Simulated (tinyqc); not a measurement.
From results to parameters: Luttinger model of the valence bands. Computed by the program tinyqc.

Problem. In the four-band Luttinger model 1/m = g1 -/+ 2 g2 along [100] and g1 -/+ 2 g3 along [111]. Find g1, g2, g3 and the light hole mass along [111].

heavy and light hole masses along [100] (electron masses): 0.348432  0.182815
heavy hole mass along [111] = 0.934579 electron masses

Solution. The mean of the two inverse masses along [100] is g1 and a quarter of their difference is g2; g3 = (g1 - 1/m_hh[111])/2.

g1, g2, g3: 4.170  0.650  1.550
light hole mass along [111] = 0.1376 electron masses
